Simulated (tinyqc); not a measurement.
Raising U: Hubbard ring of 5 sites, mean field against exact. Computed by the program tinyqc. Collinear unrestricted mean field (the lowest of 40 random starts) against exact diagonalisation.

one-body matrix (hopping and site energies) (eV):
```
,1,2,3,4,5
1,0.0000,-1.1200,0.0000,0.0000,-1.1200
2,-1.1200,0.0000,-1.1200,0.0000,0.0000
3,0.0000,-1.1200,0.0000,-1.1200,0.0000
4,0.0000,0.0000,-1.1200,0.0000,-1.1200
5,-1.1200,0.0000,0.0000,-1.1200,0.0000
```

electrons, up and down: 3  1

Exact and mean-field results (eV):
```
U,U/t,E exact,E mean field,mean |n_up - n_down|,"double occupancy, exact",first gap in the sector
0.5600,0.5000,-5.541716,-5.528396,0.4000,0.1104,1.5328
1.1200,1.0000,-5.246258,-5.192396,0.4000,0.1006,1.4903
2.2400,2.0000,-4.737393,-4.520396,0.4000,0.0813,1.3533
3.3600,3.0000,-4.331188,-3.848396,0.4000,0.0642,1.1958
4.4800,4.0000,-4.012485,-3.176396,0.4000,0.0502,1.0504
6.7200,6.0000,-3.567457,-2.652542,0.7349,0.0311,0.8255
8.9600,8.0000,-3.285766,-2.430956,0.7670,0.0202,0.6750
13.4400,12.0000,-2.964131,-2.219744,0.7862,0.0101,0.4997
22.4000,20.0000,-2.683189,-2.055230,0.7952,0.0039,0.3465
```

What does the comparison show, and why?

In absolute terms mean field is worst at U/t = 6.0, 0.915 eV too high: at small U it is nearly exact, and at large U it still misses the motion of the hole through a fluctuating spin background. Relative to the exact energy its error is 0.2 % at the smallest U, 26 % at most and 23 % at the largest. The double occupancy falls from 0.110 to 0.004.
